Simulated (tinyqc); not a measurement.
Schottky barrier on an n-type semiconductor, non-linear Poisson equation by Newton steps: one step of the calculation.

One dimension, metal at x = 0, donor density C(x) = Nd, uniform. Energies are counted from the electron Fermi level of the semiconductor and the conduction-band edge is Ec = -psi, so n = Nc exp(psi/Vt); holes follow the Fermi level of the metal, at -V, so p = Nv exp((V - psi - Eg)/Vt). Ends: psi(0) = V - phiB and psi = Vt ln(Nd/Nc) deep inside. Boltzmann statistics, full ionisation, no current, no image force in the Poisson equation.

Problem. Newton step. Solve the tridiagonal system a_(i-1) d_(i-1) + b_i d_i + a_i d_(i+1) = -F_i for nodes 1 to 11, with d = 0 on fixed nodes. If the largest |d| exceeds 4 Vt, the whole step is scaled down so that it equals 4 Vt.

Parameters, values chosen for the exercise: temperature T = 350 K.

Constants: q = 1.602176634e-19 C, kB = 1.380649e-23 J/K, Vt = kB T/q. Results are converted to the units shown.

coupling a_i, interval 0 to 11 (F/cm^2): [5.1796999e-6, 4.4652585e-6, 3.8368147e-6, 3.2576729e-6, 2.8776110e-6, 2.4665237e-6, 2.0718799e-6, 1.8174386e-6, 1.5696060e-6, 1.3453766e-6, 1.1510444e-6, 9.9609613e-7]

```
node  diagonal b (F/cm^2)  residual F (C/cm^2)
1           -9.6785836e-6        -2.6660169e-6
2           -8.5728848e-6        -7.6631046e-8
3           -8.0526097e-6        -2.5777646e-8
4           -8.0822641e-6        -5.8826007e-9
5           -8.2173679e-6       -9.7452950e-10
6           -8.2777754e-6       -1.1530943e-10
7           -8.3846038e-6       -9.0037464e-12
8           -8.6011196e-6       -4.9366066e-13
9           -8.9893572e-6       -1.8267902e-14
10          -9.5929888e-6       -4.3100033e-16
11          -1.0391523e-5                   ~0
```

psi after iteration 1, node 0 to 12 (V): [-0.79000000, -0.21446447, -0.15607426, -0.12273390, -0.10564368, -0.09813332, -0.09516552, -0.09416806, -0.09389731, -0.09383527, -0.09382371, -0.09382201, -0.09382180]

Wanted: Newton step d, before damping; psi after iteration 2.

Solution.

Newton step d, before damping, node 1 to 11 (V): [-0.41884, -0.31080, -0.18703, -0.08834, -0.03434, -0.01096, -0.00284, -0.00062, -0.00011, -0.00002, 0.00000]
psi after iteration 2, node 0 to 12 (V): [-0.79000, -0.33511, -0.24560, -0.17660, -0.13109, -0.10803, -0.09832, -0.09499, -0.09408, -0.09387, -0.09383, -0.09382, -0.09382]

tinyqc, about 0.03 s, one thread, Intel Xeon 2.30GHz (shared host): `OMP_NUM_THREADS=1 python tinyqc.py 2020084 2020085 out.jsonl`

~0 in a residual or rate marks an entry under 1e-11 of the largest of its column.
